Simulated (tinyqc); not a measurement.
Inside a calculation. Model: electromigration in a confined line: Blech product, Korhonen stress evolution and Black's law. Computed by tinyqc, a small Python program that keeps every step. Command: `OMP_NUM_THREADS=1 python tinyqc.py 3011232 3011233 out.jsonl emigr walk`. One thread of a shared host (Intel(R) Xeon(R) Processor @ 2.30GHz), about 0.01 s of CPU time with the checks. Intermediate numbers are printed to about 5 digits and carried at full precision; extremes and crossings named in words are read from the listed rows.

The electron wind pushes atoms from the cathode (x = 0) to the anode (x = L); blocking ends build a back stress (tension positive). The input rho is taken not to change with temperature. d sigma/dt = d/dx [kappa (d sigma/dx + G)], with zero flux at both ends and sigma = 0 at t = 0.

Inputs (values chosen for the exercise, close to those used for aluminium lines):
```
quantity                              value          unit
resistivity rho                        3.76  micro-ohm cm
atomic volume Omega                    16.6    angstrom^3
effective charge number Z*              5.4             -
prefactor D0                        1.5e-07         m^2/s
activation energy E                     0.7            eV
effective modulus B                      36           GPa
critical stress sigma_c                 500           MPa
current density j                       1.5       MA/cm^2
line length L                            61            um
test temperature T                      280             C
time as a fraction of L^2/kappa, s     0.22             -
use temperature T_u                     105             C
use current density j_u                 1.7       MA/cm^2
current exponent n                      1.5             -
```

Start: stress-free.

Constants: e = 1.602176634e-19 C; k_B = 8.617333262e-05 eV/K; k_B = 1.380649e-23 J/K.

## Driving force and diffusivities

G = Z* e rho j/Omega; D = D0 exp(-E/(k_B T)); kappa = D B Omega/(k_B T); drift velocity of an unconfined line v = D Z* e rho j/(k_B T). SI: 1 micro-ohm cm = 1e-8 ohm m, 1 MA/cm^2 = 1e10 A/m^2. Temperatures in kelvin are T(C) + 273.15.

stress gradient G = 29.395 MPa/um

diffusivity D = 6.2857e-14 m^2/s

kappa = 4.9186e-12 m^2/s

drift velocity = 14458 nm/h

## Steady state and Blech product

At steady state sigma(x) = G (L/2 - x). A void forms only if the cathode stress reaches sigma_c, that is if j L exceeds (j L)_c = 2 Omega (sigma_c)/(Z* e rho). Time scale tau = L^2/kappa.

steady cathode stress = 896.55 MPa

j L = 9150 A/cm

critical product (j L)_c = 5102.9 A/cm

tau = 0.21014 h

j L is 1.79 times the critical product: the line can fail. Caution: a steady stress above sigma_c is formal, since a void forms first.

## Series terms at the cathode

sigma(x, t) = G L [1/2 - x/L - 4 sum_(m odd) cos(m pi x/L) exp(-m^2 pi^2 s)/(m pi)^2], s = t/tau, summed to m = 399. The terms at x = 0 are 4 exp(-m^2 pi^2 s)/(m pi)^2; tau = L^2/kappa.

terms for m = 1, 3, 5, 7: 0.046214  1.4676e-10  4.3161e-26  5.1415e-49

cathode stress at time s = 813.69 MPa

time t = 0.046232 h

Caution: the stress exceeds sigma_c: a void would already have formed and relaxed it, so the value is formal.

## Stress along the line

Steady state: G L (1/2 - x/L). Take x/L = 0, 0.1, 0.2, 0.3, 0.4, 0.6, 0.8 and 1.

Stress (MPa):
```
x/L  at time s  steady state
0.0     813.69        896.55
0.1     638.43        717.24
0.2     470.89        537.93
0.3     309.91        358.62
0.4     153.70        179.31
0.6    -153.70       -179.31
0.8    -470.89       -537.93
1.0    -813.69       -896.55
```

Caution: stresses above sigma_c are formal, since a void forms first.

## Finite line against the semi-infinite law

Semi-infinite line: sigma(0, t) = 2 G L sqrt(s/pi). One-term form: keep m = 1 alone.

Cathode stress (MPa):
```
s           t (h)  full series  semi-infinite  one term
0.002  4.2029e-04        90.48           90.5    184.04
0.005  1.0507e-03       143.07          143.1    204.83
0.01   2.1014e-03       202.33          202.3    238.13
0.02   4.2029e-03       286.14          286.1    300.01
0.05   1.0507e-02       451.94          452.4    452.89
0.1    2.1014e-02       625.69          639.8    625.70
0.2    4.2029e-02       795.60          904.8    795.60
0.4    8.4058e-02       882.53         1279.6    882.53
0.8    1.6812e-01       896.28         1809.7    896.28
```

Among these rows the semi-infinite law holds to 1 % up to s = 0.05 and the one-term form from s = 0.05 on: the far end is felt once sqrt(kappa t) is no longer small against L, and by then the terms with m > 1 have nearly died out. The critical stress 500 MPa is passed between s = 0.05 and 0.1. Caution: rows beyond sigma_c are formal, since a void ends the model there.

## Time to nucleate a void

Solve sigma(0, t) = sigma_c for s; the semi-infinite estimate is t = (pi/kappa) ((sigma_c)/(2 G))^2.

nucleation time = 0.012916 h

semi-infinite estimate = 0.012833 h

The two agree: the void nucleates before the far end is felt, so the time scales as 1/j^2 and not with L.

## Extrapolation by Black's law

Median life t50 = A j^(-n) exp(E/(k_B T)); acceleration factor = t50(use)/t50(test) = (j/j_u)^n exp[(E/k_B)(1/T_u - 1/T)].

current factor = 0.82883

temperature factor = 894.30

acceleration factor = 741.22

At the use current j_u L exceeds the critical product.

Checks made by the program: series against a 200-cell finite-volume solution (on the scale of G L) (relative difference 2e-06).
